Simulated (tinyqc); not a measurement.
Two-step dopant diffusion (predeposition and drive-in) with a constant diffusivity. Changing the predeposition time t1. Computed by tinyqc, a small Python program. Command: `OMP_NUM_THREADS=1 python tinyqc.py 3022465 3022466 out.jsonl dopdiff sweep`. One thread of a shared host (Intel(R) Xeon(R) Processor @ 2.30GHz), about 0.1 s of CPU time with the checks.

Fick diffusion into a half space x > 0 whose background doping C_B is of the opposite type, so that a junction lies where C = C_B.

Inputs (values chosen for the exercise, modelled on antimony in silicon): prefactor D0 = 5.31 cm^2/s; activation energy E = 3.87 eV; surface concentration C_s = 1.4e+19 1/cm^3; background doping C_B = 4.9e+14 1/cm^3; predeposition temperature T1 = 950 C; drive-in temperature T2 = 1100 C; drive-in time t2 = 30 min; mean mobility in the layer mu = 280 cm^2/(V s); ramp rate = 10 C/min; stand-by temperature = 700 C.

Furnace ramps of the drive-in: linear ramps.

Constants: k_B = 8.617333262e-05 eV/K; e = 1.602176634e-19 C.

Method:
- D = D0 exp(-E/(k_B T)).
- Temperatures in kelvin are T(C) + 273.15.
- Times in seconds are 60 times the minutes.
- One ramp between the stand-by temperature and T2 adds int D dT / rate (40-point Gauss-Legendre); the usual estimate counts it as an extra time k_B T2^2/(E rate) at T2. (Dt)2 = D2 t2 + two ramps, times in seconds.
- C = C_s erfc(x/(2 sqrt(D1 t1))); dose Q = 2 C_s sqrt(D1 t1/pi); the junction solves erfc(z) = C_B/C_s with x_j = 2 z sqrt(D1 t1).
- With a sealed surface and a thin source, C = Q/sqrt(pi (Dt)2) exp(-x^2/(4 (Dt)2)); x_j = 2 sqrt((Dt)2 ln(C(0)/C_B)); gradient at the junction |dC/dx| = C_B x_j/(2 (Dt)2).
- Net dose Q_net = Q erf(x_j/(2 sqrt((Dt)2))) - C_B x_j; R_s = 1/(e mu Q_net), with every dopant ionised and one mobility.
- Exact two-step profile: C = (2 C_s/pi) int_0^alpha exp(-beta (1 + u^2))/(1 + u^2) du with alpha = sqrt(D1 t1/(Dt)2), beta = x^2/(4 (D1 t1 + (Dt)2)).
- The integral takes 48 Gauss-Legendre points; solve C(x) = C_B.

One run for each value; columns: (1) predeposition time t1 (min); (2) dose Q (1/cm^2); (3) sheet resistance R_s (Gaussian) (ohm/square); (4) junction depth x_j (um); (5) exact junction depth (um):
```
(1)           (2)     (3)      (4)      (5)
2.0    4.2451e+12  5279.7  0.43751  0.43764
4.0    6.0035e+12  3727.7  0.44933  0.44959
7.9    8.4370e+12  2649.6  0.46063  0.46117
16.0   1.2007e+13  1860.3  0.47207  0.47319
31.0   1.6713e+13  1335.8  0.48254  0.48477
61.0   2.3444e+13   951.8  0.49303  0.49754
120.0  3.2882e+13   678.4  0.50329  0.51243
240.0  4.6503e+13   479.6  0.51360  0.53249
```

What does the table show, and why?

Over the rows, dose Q (1/cm^2) rises from 4.25e12 to 4.65e13 (exponent d ln y / d ln x about 0.50 throughout); sheet resistance R_s (Gaussian) (ohm/square) falls from 5280 to 480 (exponent d ln y / d ln x about -0.50 throughout); junction depth x_j (um) rises from 0.438 to 0.514 (exponent d ln y / d ln x 0.038 between the first rows and 0.029 between the last). The exponent of dose Q stays at 0.50: a constant source admits a dose that grows as sqrt(D t). The exponent of sheet resistance R_s (Gaussian) stays at -0.50: R_s is inverse to the dose. The Gaussian junction falls short of the exact one by 0.029 % in the first row and 3.5 % in the last, as the source thickens.

Caution (all rows): C_s exceeds the intrinsic carrier density of silicon at the predeposition temperature (2e18 to 1e19 per cm^3), where real diffusivities rise with concentration and profiles turn box-like. Caution (rows 240): the drive-in budget is under fifteen times D1 t1, so the source is not thin and the Gaussian junction is too shallow.
